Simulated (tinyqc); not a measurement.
Worked calculation: Hubbard chain of 5 sites. One step of it, computed by the program tinyqc.

Task: Mean-field iteration 1. H(up) = T + U n(down), H(down) = T + U n(up); fill the lowest levels; n(new) = n + mixing (n(out) - n); E = tr T (rho up + rho down) + U sum n_up n_down of the output.

one-body matrix (hopping and site energies) (eV), order 1, 2, 3, 4, 5:
```
[[-0.670000, -1.960000, 0.000000, 0.000000, 0.000000],
 [-1.960000, -0.370000, -1.960000, 0.000000, 0.000000],
 [0.000000, -1.960000, 0.870000, -1.960000, 0.000000],
 [0.000000, 0.000000, -1.960000, 0.590000, -1.960000],
 [0.000000, 0.000000, 0.000000, -1.960000, -0.980000]]
```

U = 4.000000 eV

electrons, up and down: [4, 1]

mixing = 0.200000

n(up) at the start (a guess, not normalised): [1.000000, 0.350000, 1.000000, 0.350000, 1.000000]

n(down) at the start (a guess): [0.000000, 0.650000, 0.000000, 0.650000, 0.000000]

Give: levels, up; levels, down; energy; n(up) after iteration 1; n(down) after iteration 1.

Result:

levels, up (eV): [-2.3184, -1.7146, -0.0775, 3.5261, 5.2244]

levels, down (eV): [-0.9001, 0.2758, 3.6383, 4.4850, 6.7410]

energy = -3.9856 eV

n(up) after iteration 1: [0.9960, 0.4440, 0.9485, 0.3813, 0.9902]

n(down) after iteration 1: [0.0233, 0.6284, 0.0295, 0.5510, 0.0078]
